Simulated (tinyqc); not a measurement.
## Band offsets from two capacitances

Question. A p-n heterojunction (1: p-type, 2: n-type) in the depletion approximation obeys 1/C^2 = 2 (er1 N1 + er2 N2)(Vbi - V)/(q eps0 er1 er2 N1 N2), with Vbi = dEc + Eg1 - Vt ln(Nc2 Nv1/(N1 N2)), dEc = Ec2 - Ec1 and dEv = Eg2 - Eg1 - dEc. Find N2, Vbi, dEc and dEv.

Inputs (values chosen for the exercise); band and dielectric values close to those of InGaP and GaAs:

| symbol | value | unit | meaning |
|---|---|---|---|
| T | 300 | K | temperature |
| Eg1 | 1.87 | eV | band gap of material 1 |
| er1 | 11.7 |  | relative permittivity of material 1 |
| Nv1 | 1.53e19 | cm^-3 | valence-band density of states of material 1 |
| Eg2 | 1.42 | eV | band gap of material 2 |
| er2 | 13 |  | relative permittivity of material 2 |
| Nc2 | 4.42e17 | cm^-3 | conduction-band density of states of material 2 |
| N1 | 4.2e17 | cm^-3 | acceptor density of material 1 |

Constants: q = 1.602176634e-19 C, kB = 1.380649e-23 J/K, Vt = kB T/q, eps0 = 8.8541878128e-14 F/cm where lengths are in cm. Results are converted to the units shown.

C at V = -0.4 and -3.4 V (nF/cm^2): 51.181641  32.508198

Answer. The slope of 1/C^2 against -V is (2/(q eps0)) (1/(er2 N2) + 1/(er1 N1)), which gives N2; the intercept is Vbi, and the offsets follow.

N2 = 6.80e16 cm^-3
Vbi = 1.63 V
dEc = -0.100 eV
dEv = -0.350 eV

Numbers from tinyqc (`OMP_NUM_THREADS=1 python tinyqc.py 2040106 2040107 out.jsonl`; about 0.06 s on one thread of a shared Intel Xeon 2.30GHz).
